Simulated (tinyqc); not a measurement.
# Well width from the intersubband spacing

Inverse problem. In an empty well of width L and depth Vb, level k solves kw L/2 = (k - 1) pi/2 + arctan(sqrt((mw/mb)(Vb - E)/E)) with kw = sqrt(mw E/C), C = hbar^2/(2 m0). Find L, E1 and E2 from the spacing.

Values chosen for this exercise; material values close to those of strained Si in SiGe (two lower valleys):
- mw = 0.906 m0 (mass along z in the well)
- mb = 0.932 m0 (mass along z in the barriers)
- Vb = 0.198 eV (barrier height)

Constants: q = 1.602176634e-19 C, hbar = 1.054571817e-34 J s, m0 = 9.1093837015e-31 kg, hbar^2/(2 m0) = 0.0380998212 eV nm^2. Results are converted to the units shown.

E2 - E1 = 26.626956 meV

Answer. Both levels are solved for trial widths until their difference matches. A second level is bound only for L above 1.45 nm, and over that range one width gives this spacing.

L = 5.87 nm
E1 = 8.95 meV
E2 = 35.6 meV

Numbers from tinyqc (`OMP_NUM_THREADS=1 python tinyqc.py 2140057 2140058 out.jsonl`; about 0.1 s on one thread of a shared Intel Xeon 2.30GHz).
